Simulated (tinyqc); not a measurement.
Against voltage: leakage through a gate insulator: direct, Fowler-Nordheim, trap-assisted and Poole-Frenkel currents. Computed by tinyqc, a small Python program. Command: `OMP_NUM_THREADS=1 python tinyqc.py 3002821 3002822 out.jsonl oxideleak walk`. One thread of a shared host (Intel(R) Xeon(R) Processor @ 2.30GHz), about 0.01 s of CPU time with the checks.

Electrons enter from the cathode Fermi level at x = 0; the conduction band of the insulator lies phi_b - e F x above it, F = V/t. WKB exponents use a parabolic band with mass m.

Inputs (values chosen for the exercise, with an insulator like SiO2):

| quantity | value | unit |
|---|---|---|
| thickness t | 2.9 | nm |
| barrier phi_b | 3.03 | eV |
| tunnelling mass m | 0.43 | m_0 |
| static constant eps_ox | 3.9 | - |
| trap depth phi_t | 1.9 | eV |
| trap density N_t | 8.7e+17 | cm^-3 |
| attempt rate nu_0 | 1e+13 | 1/s |
| activation of capture E_a | 0.34 | eV |
| temperature T | 400 | K |

Constants: e = 1.602176634e-19 C; hbar = 1.054571817e-34 J s; hbar^2/(2 m_0) = 3.80998212 eV angstrom^2; k_B = 8.617333262e-05 eV/K.

Method:
- For a level a distance phi(x) below the band, the WKB exponent is 2 int kappa dx with kappa = sqrt(m phi/(hbar^2/2m_0)); for a linear barrier from phi_1 down to phi_2 = max(phi_1 - e F d, 0) it is G = (4/3) sqrt(m/(hbar^2/2m_0)) (phi_1^(3/2) - phi_2^(3/2))/(e F).
- J_tun = e^3 F^2/(16 pi^2 hbar m phi_b) x exp(-G) / [1 - sqrt(phi_2/phi_b)]^2 with the free-electron mass in the cathode (m in m_0), phi_2 = max(phi_b - e V, 0): direct tunnelling for e V < phi_b, Fowler-Nordheim above. Image forces, back-flow and the limit on supply are left out, so J_tun is overstated below about 0.5 V.
- A trap at depth x lies phi_t below the band. Capture: tunnel at the cathode Fermi level from 0 to x (G_in from phi_1 = phi_b), rate nu_0 exp(-G_in - E_c/k_B T) with E_c = E_a + max(phi_b - phi_t - e F x, 0), the last term being the height of the trap above the cathode Fermi level. Emission: tunnel from the trap level to the anode (G_out from phi_1 = phi_t over t - x), rate nu_0 exp(-G_out - E_a/k_B T). Re-emission to the cathode follows from detailed balance, rate_back = rate_in exp(dE/k_B T) with dE = phi_b - phi_t - e F x. Each trap passes R = rate_in rate_out/(rate_in + rate_back + rate_out) electrons per second; filling from the anode is left out.
- J_TAT = e N_t int_0^t R dx by the midpoint rule on 400 intervals; the most effective depth is the midpoint with the largest R, rounded to 0.01 nm.

Currents:

| V (V) | F (MV/cm) | J_tun (A/cm^2) | J_TAT (A/cm^2) | best depth (nm) |
|---|---|---|---|---|
| 0.35 | 1.207 | 2.4589e-06 | 2.5112e-19 | 1.29 |
| 0.70 | 2.414 | 6.5252e-06 | 4.4719e-17 | 1.33 |
| 1.06 | 3.655 | 1.8621e-05 | 3.9967e-14 | 2.90 |
| 1.41 | 4.862 | 5.4318e-05 | 5.5879e-11 | 2.32 |
| 1.77 | 6.103 | 1.7403e-04 | 5.7348e-09 | 1.85 |
| 2.12 | 7.310 | 5.8263e-04 | 1.1912e-07 | 1.55 |
| 2.48 | 8.552 | 2.2352e-03 | 1.0126e-06 | 1.32 |
| 2.83 | 9.759 | 9.4175e-03 | 4.0381e-06 | 1.18 |
| 3.19 | 11.000 | 6.7338e-02 | 1.3535e-05 | 1.05 |

What follows from these numbers?

Tunnelling without traps rules in every row. Over the range J_tun grows by 4.4 decades and J_TAT by 13.7. The highest rows may lie beyond breakdown. Below about 0.5 V the formula for J_tun, which has no back-flow, overstates the current.

Extremes, crossings and ranges named in words are read from the listed rows.
